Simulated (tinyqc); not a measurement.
Finite line against the semi-infinite law: electromigration in a confined line: Blech product, Korhonen stress evolution and Black's law. Computed by tinyqc, a small Python program. Command: `OMP_NUM_THREADS=1 python tinyqc.py 3013607 3013608 out.jsonl emigr walk`. One thread of a shared host (Intel(R) Xeon(R) Processor @ 2.30GHz), about 0.02 s of CPU time with the checks.

The electron wind pushes atoms from the cathode (x = 0) to the anode (x = L); blocking ends build a back stress (tension positive). The input rho is taken not to change with temperature. d sigma/dt = d/dx [kappa (d sigma/dx + G)], with zero flux at both ends and sigma = sigma_0 at t = 0.

Inputs (values chosen for the exercise, close to those used for cobalt lines):

| quantity | value | unit |
|---|---|---|
| resistivity rho | 10.6 | micro-ohm cm |
| atomic volume Omega | 11.1 | angstrom^3 |
| effective charge number Z* | 2.7 | - |
| prefactor D0 | 8.7e-07 | m^2/s |
| activation energy E | 1.32 | eV |
| effective modulus B | 48 | GPa |
| critical stress sigma_c | 500 | MPa |
| initial stress sigma_0 | 170 | MPa |
| current density j | 4.9 | MA/cm^2 |
| line length L | 69 | um |
| test temperature T | 350 | C |

Start: thermal stress.

Constants: e = 1.602176634e-19 C; k_B = 8.617333262e-05 eV/K; k_B = 1.380649e-23 J/K.

Method:
- G = Z* e rho j/Omega; D = D0 exp(-E/(k_B T)); kappa = D B Omega/(k_B T); drift velocity of an unconfined line v = D Z* e rho j/(k_B T). SI: 1 micro-ohm cm = 1e-8 ohm m, 1 MA/cm^2 = 1e10 A/m^2.
- Temperatures in kelvin are T(C) + 273.15.
- At steady state sigma(x) = sigma_0 + G (L/2 - x). A void forms only if the cathode stress reaches sigma_c, that is if j L exceeds (j L)_c = 2 Omega (sigma_c - sigma_0)/(Z* e rho). Time scale tau = L^2/kappa.
- sigma(x, t) = sigma_0 + G L [1/2 - x/L - 4 sum_(m odd) cos(m pi x/L) exp(-m^2 pi^2 s)/(m pi)^2], s = t/tau, summed to m = 399.
- Semi-infinite line: sigma(0, t) = sigma_0 + 2 G L sqrt(s/pi). One-term form: keep m = 1 alone.

tau = 1163.05 h

stress gradient G = 202.420 MPa/um

Cathode stress (MPa):

| s | t (h) | full series | semi-infinite | one term |
|---|---|---|---|---|
| 0.002 | 2.3261e+00 | 874.8 | 875 | 1603.5 |
| 0.005 | 5.8153e+00 | 1284.4 | 1284 | 1765.4 |
| 0.01 | 1.1631e+01 | 1746.0 | 1746 | 2024.9 |
| 0.02 | 2.3261e+01 | 2398.8 | 2399 | 2506.9 |
| 0.05 | 5.8153e+01 | 3690.3 | 3694 | 3697.7 |
| 0.1 | 1.1631e+02 | 5043.6 | 5154 | 5043.7 |
| 0.2 | 2.3261e+02 | 6367.2 | 7218 | 6367.2 |
| 0.4 | 4.6522e+02 | 7044.3 | 10138 | 7044.3 |
| 0.8 | 9.3044e+02 | 7151.4 | 14266 | 7151.4 |

Among these rows the semi-infinite law holds to 1 % up to s = 0.05 and the one-term form from s = 0.05 on: the far end is felt once sqrt(kappa t) is no longer small against L, and by then the terms with m > 1 have nearly died out. The critical stress 500 MPa is already passed in the first row. Caution: rows beyond sigma_c are formal, since a void ends the model there.
